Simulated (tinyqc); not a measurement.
Worked calculation: optical gain and spontaneous emission in a bulk direct-gap semiconductor. Values are carried at full precision from step to step, so a last printed digit may differ when a step is redone from the rounded ones.

F_j(eta) = (1/Gamma(j + 1)) integral_0^infinity x^j dx/(1 + exp(x - eta)), which tends to exp(eta) for eta << 0.

Quasi-Fermi levels: n = Nc F_1/2(Fc/kT) and p = Nv F_1/2(Fv/kT), Fc counted up from the conduction edge and Fv down from the valence edge; Nc, Nv from N = 2 (m kB T/(4 pi c))^(3/2) with c = hbar^2/2m0, in 1/angstrom^3; times 1e24 for 1/cm^3, with me and (mhh^(3/2) + mlh^(3/2))^(2/3).

Constants: hbar^2/2m0 = 3.80998211 eV angstrom^2; kB = 8.617333262e-05 eV/K; fine-structure constant alpha = 0.007297352564; hbar = 6.58211957e-16 eV s; hbar c = 1973.269805 eV angstrom.

Values chosen for the exercise (near those of GaN; the results hold for these values, not for the real material): me = 0.1954 m0 (electron mass); mhh = 1.394 m0 (heavy-hole mass); mlh = 0.3063 m0 (light-hole mass); n = 6.9e+18 1/cm^3 (injected density, n = p); T = 250 K; Eg = 3.533 eV (direct gap); Ep = 17.6 eV (Kane energy); nr = 2.63 (refractive index); E = 3.554 eV (photon energy).

## Quasi-Fermi levels

Solve for Fc and Fv.

kT = 0.021543 eV
Nc = 1.649e+18 1/cm^3
Nv = 3.466e+19 1/cm^3
Fc = 0.0611 eV
Fv = -0.0333 eV
Fc + Fv = 0.0278 eV

The separation of the quasi-Fermi levels exceeds the gap, so photons between Eg and Eg + (Fc + Fv) see gain. The quasi-Fermi level of the electrons lies inside the band, that of the holes in the gap.

## Absorption of the empty crystal

Parabolic bands, vertical transitions, no excitons. For each hole band j: mr = me mj/(me + mj); joint density of states J_j(E) = (mr/c)^(3/2) sqrt(E - Eg)/(2 pi^2), both spins, c = hbar^2/2m0; averaged matrix element |e.p|^2 = m0 Ep/6; alpha_j(E) = 4 pi^2 alpha_f c Ep J_j/(3 nr E) in 1/angstrom (alpha_f the fine-structure constant, listed as alpha among the constants), times 1e8 for 1/cm.

Evaluate at E for heavy and light holes.

mr, J and alpha of each hole band:
```
hole   mr (m0)  J (1/(eV angstrom^3))  alpha (1/cm)
heavy  0.17138              7.004e-05        4825.0
light  0.11930              4.068e-05        2802.2
```

The heavy-hole band gives 63 % of the total, 7627 1/cm.

## Occupations and gain at E

For band j the electron sits at Ee = (E - Eg) mr/me above its edge and the hole at Eh = (E - Eg) mr/mj; fe = 1/(1 + exp((Ee - Fc)/kT)), fh = 1/(1 + exp((Eh - Fv)/kT)); gain g = sum_j alpha_j (fe + fh - 1).

Use mr and alpha from the table.

Energies, occupations and gain of each hole band:
```
hole   Ee (eV)  Eh (eV)     fe     fh  g (1/cm)
heavy   0.0184   0.0026  0.879  0.159       183
light   0.0128   0.0082  0.904  0.127        87
```

total gain = 270 1/cm

E - Eg = 0.0210 eV is below Fc + Fv = 0.0278 eV, so both bands give gain (Bernard-Duraffourg).

## Spontaneous emission

Spontaneous rate: R = integral of (nr E/(hbar c))^2/(pi^2 hbar) sum_j alpha_j fe fh dE, with alpha in 1/cm and (nr E/(hbar c))^2 in 1/cm^2 (1e16 per 1/angstrom^2); B = R/(n p); lifetime n/R.

Integrate over photon energy.

R = 3.13e+27 1/(cm^3 s)
B = 6.57e-11 cm^3/s
radiative lifetime = 2.21 ns

## Checks

- B at n = 1e13 1/cm^3 against the van Roosbroeck-Shockley value from alpha and ni^2 (cm^3/s): both 8.94e-11.

Computed by tinyqc, a small Python program: `OMP_NUM_THREADS=1 python tinyqc.py 1650744 1650745 out.jsonl` (the numbers bound the seed that draws the inputs); one thread of a shared host (Intel(R) Xeon(R) Processor @ 2.30GHz), about 0.1 s for the whole set of steps.
